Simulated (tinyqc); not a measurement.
# Thermionic-field emission through a Schottky barrier, WKB: current against forward bias

Metal on an n-type semiconductor with one parabolic valley; V > 0 is forward bias (metal positive). Energies E are counted from the conduction edge of the neutral semiconductor, whose Fermi level lies at -xi; that of the metal lies at -xi - V. The barrier is a parabola of height Vd = phi - xi - V (depletion approximation, no image force).

Nc = 2 (2 pi me m0 kB T/h^2)^1.5 (times 1e-6 for cm^-3); Nd = Nc F12(-xi/Vt), F12(x) = (2/sqrt(pi)) int_0^infinity sqrt(u)/(1 + exp(u - x)) du; E00 = (hbar/2) sqrt(Nd/(me m0 eps0 eps_r)) in SI units (volts). For E < Vd, ln T(E) = -(Vd/E00) [sqrt(1 - y) - y ln((1 + sqrt(1 - y))/sqrt(y))], y = E/Vd; T(E) = 1 above. J = A* T (q/kB) int_0^infinity T(E) N(E) dE, N = ln[(1 + exp((-xi - E)/Vt))/(1 + exp((-xi - V - E)/Vt))], A* = 4 pi q me m0 kB^2/h^3 (times 1e-4 for A/(cm^2 K^2)). The integral is converged to the digits shown; the share over the barrier is that of E > Vd, and 0 means below 1e-6 %. n = (dV/d ln J)/Vt.

Inputs (values chosen for the exercise); band and dielectric values close to those of gallium arsenide: temperature T = 300 K; electron mass me = 0.0679 m0; relative permittivity eps_r = 13; barrier height seen from the metal phi = 0.61 eV; donor density Nd = 6.4e18 cm^-3.

Constants: q = 1.602176634e-19 C, kB = 1.380649e-23 J/K, eps0 = 8.8541878128e-12 F/m, hbar = 1.054571817e-34 J s, h = 6.62607015e-34 J s, m0 = 9.1093837015e-31 kg, Vt = kB T/q. Results are converted to the units shown.

Result of one run:
```
J (A/cm^2)	share over the barrier (%)	mean E/Vd	n
1.397e4	8.26e-4	0.3021	2.315
```

Which bias V gave this result: 0.103, 0.154, 0.205, 0.306 or 0.407 V?

V = 0.205 V.

The whole series:
```
V (V)	J (A/cm^2)	share over the barrier (%)	mean E/Vd	n
0.103	2381	9.20e-5	0.2751	2.070
0.154	5894	2.72e-4	0.2863	2.251
0.205	1.397e4	8.26e-4	0.3021	2.315
0.255	3.197e4	2.50e-3	0.3207	2.356
0.306	7.331e4	7.83e-3	0.3431	2.399
0.356	1.628e5	0.0244	0.3691	2.453
0.407	3.598e5	0.0794	0.4009	2.525
0.458	7.749e5	0.265	0.4398	2.625
```

J rises from 2380 to 7.75e5 A/cm^2, and n rises from 2.07 to 2.62. The Padovani-Stratton slope is (E00/Vt) coth(E00/Vt) = 2.02; the middle row is 19 % above it.

Range of the model: The depletion approximation, a parabolic band and the neglect of image-force lowering make these currents estimates at high doping.

tinyqc, about 0.06 s, one thread, Intel Xeon 2.30GHz (shared host): `OMP_NUM_THREADS=1 python tinyqc.py 2640153 2640154 out.jsonl`
